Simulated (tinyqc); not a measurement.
Pump-down curve: gas flow in a process chamber: flow regimes, conductance, effective pumping speed, pump-down, outgassing and purge. Computed by tinyqc, a small Python program. Command: `OMP_NUM_THREADS=1 python tinyqc.py 3121236 3121237 out.jsonl pump walk`. One thread of a shared host (Intel(R) Xeon(R) Processor @ 2.30GHz), about 0.09 s of CPU time with the checks.

Ideal gas, isothermal flow, a pump of constant speed at the end of a round pipe; process gas, volume gas and outgassing are given the same properties. 1 sccm = 101325 Pa x 1e-6 m^3/60 s x T/273.15 K.

Inputs (values chosen for the exercise, modelled on water vapour near room temperature): molar mass M = 18.02 g/mol; molecular diameter = 0.46 nm; viscosity eta = 9.9 micropascal s; temperature T = 350 K; chamber volume V = 8.6 L; wall area = 2.1 m^2; pipe diameter d = 2.5 cm; pipe length l = 54 cm; pump speed S = 10 L/s; outgassing rate after 1 h = 3.9e-06 Pa m^3/(s m^2); outgassing exponent n = 0.81; starting pressure p0 = 780 Pa.

Constants: k_B = 1.380649e-23 J/K; u = 1.6605390666e-27 kg.

Method:
- Mean speed c = sqrt(8 k_B T/(pi m)); aperture conductance C_a = c pi d^2/16; molecular pipe C_m = C_a/(1 + 3 l/(4 d)) (Dushman form); viscous pipe C_v = pi d^4 p_mean/(128 eta l); Knudsen interpolation C = C_v + C_m (1 + x)/(1 + 1.24 x), x = d p_mean sqrt(m/(k_B T))/eta.
- Effective speed 1/S_eff = 1/S + 1/C_m; time constant V/S_eff; pressure at which the free path k_B T/(sqrt2 pi d_m^2 p) equals d.
- Pump-down: V dp/dt = -S_eff(p) p + q(t) A, with S_eff = S p_2/p, where p_2 solves C((p + p_2)/2) (p - p_2) = S p_2 at each moment, and q(t) = q_1 (1 h/(t + 10 s))^n; integrated adaptively. At long times p = q(t) A/S_eff.
- S_eff(p) is tabulated at 260 pressures and interpolated in ln p. Comparison columns: p0 exp(-t/time constant) with the molecular S_eff (0 below 1e-26 p0), and the outgassing limit.

time constant = 2.73963 s

S_eff in molecular flow = 3.13911 L/s

Pressure against time:
```
t (s)       p (Pa)  S_eff (L/s)  volume gas only (Pa)  outgassing limit (Pa)
0.3     5.5196e+02       9.8997            6.9910e+02             2.9970e-01
1       2.4769e+02       9.7792            5.4147e+02             2.8415e-01
3       2.8848e+01       8.3653            2.6093e+02             2.4819e-01
10      7.5495e-01       3.2285            2.0271e+01             1.7508e-01
30      1.1019e-01       3.0490            1.3690e-02             9.9865e-02
100     4.5759e-02       3.0851            1.0960e-13             4.4010e-02
300     1.9320e-02       3.1122                     0             1.9014e-02
1000    7.3465e-03       3.1281                     0             7.3044e-03
3600    2.6081e-03       3.1351                     0             2.6032e-03
20000   6.5052e-04       3.1381                     0             6.5024e-04
100000  1.7664e-04       3.1388                     0             1.7662e-04
```

From t = 30 s on the pressure is within 20 % of the outgassing limit, which falls only as (t + 10 s)^-0.81: walls, not volume, set the time to base pressure. Early on viscous flow raises S_eff to 9.90 L/s, 3.2 times its molecular value.
